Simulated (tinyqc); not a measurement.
From one set of inputs to another, one input at a time: time-domain thermoreflectance: layered heat flow under a modulated pulse train, and what the signal ratio measures. Computed by tinyqc, a small Python program. Command: `OMP_NUM_THREADS=1 python tinyqc.py 3111668 3111669 out.jsonl tdtr ladder`. One thread of a shared host (Intel(R) Xeon(R) Processor @ 2.30GHz), about 0.1 s of CPU time with the checks.

Pulses repeat at 80 MHz; heat is laid down at the surface, all layers are isotropic.

The inputs printed are set A. Set A is modelled on aluminium on GaN; the values taken over come from a set modelled on aluminium on silicon. Inputs not listed in the table keep their values of set A, so the rows need not describe a real material.

Inputs (values chosen for the exercise, modelled on aluminium on GaN):

| quantity | value | unit |
|---|---|---|
| metal thickness d | 120 | nm |
| metal conductivity | 160 | W/(m K) |
| metal heat capacity | 2.42 | MJ/(m^3 K) |
| boundary conductance G under the metal | 52 | MW/(m^2 K) |
| substrate conductivity kappa | 173 | W/(m K) |
| substrate heat capacity C | 2.57 | MJ/(m^3 K) |
| modulation frequency f | 1 | MHz |
| spot radius w (1/e^2, pump and probe) | 4.8 | micrometre |
| delay t | 580 | ps |

Stack: metal, substrate.

Method:
- For radial wave number k and angular frequency W each layer has u = sqrt(4 pi^2 k^2 + i W C/kappa) and gamma = kappa u. Surface impedance from below: Z = 1/gamma for the substrate; a layer of thickness L maps Z to (Z + tanh(u L)/gamma)/(1 + gamma Z tanh(u L)); a boundary adds 1/G.
- Response per absorbed watt H(W) = 2 pi int_0^(2/w) Z(k, W) exp(-pi^2 k^2 w^2) k dk by 20 Gauss-Legendre points.
- Signal: X + iY = sum_(m = -M..M) H(2 pi (f + m f_r)) exp(i 2 pi m f_r t) exp(-pi (m/M)^2 x 4), f_r = 80 MHz, M = 4000, with H(-W) the complex conjugate of H(W); V_in = X, V_out = Y, ratio = -V_in/V_out.

Each row keeps all changes above it:

| input moved | from | to | ratio -V_in/V_out | V_in (K/mW) | V_out (K/mW) |
|---|---|---|---|---|---|
| set A | - | - | 8.0653 | 0.73737 | -0.09143 |
| modulation frequency f (MHz) | 1 | 9.8 | 4.8115 | 0.57879 | -0.12029 |
| delay t (ps) | 580 | 1400 | 3.6554 | 0.49590 | -0.13566 |
| substrate conductivity kappa (W/(m K)) | 173 | 143 | 3.5071 | 0.49559 | -0.14131 |
| spot radius w (1/e^2, pump and probe) (micrometre) | 4.8 | 24 | 3.1820 | 0.02002 | -0.00629 |
| substrate heat capacity C (MJ/(m^3 K)) | 2.57 | 1.62 | 2.8734 | 0.01998 | -0.00695 |
| boundary conductance G under the metal (MW/(m^2 K)) | 52 | 280 | 2.8030 | 0.01093 | -0.00390 |
| metal thickness d (nm) | 120 | 69 | 2.9210 | 0.01123 | -0.00385 |

Which inputs carry the difference?

Ratio -V_in/V_out goes from 8.07 to 2.92, a factor 0.362 in all. The largest single move comes from modulation frequency f (a factor 0.597). V_in goes from 0.737 to 0.0112, a factor 0.0152 in all. The largest single move comes from spot radius w (1/e^2, pump and probe) (a factor 0.0404). V_out goes from -0.0914 to -0.00385, +0.0876 in all. The largest single move comes from spot radius w (1/e^2, pump and probe) (+0.135), and modulation frequency f works against it (-0.0289). The single moves hold for this order of the switches; the total does not depend on the order.

Extremes, crossings and ranges named in words are read from the listed rows.
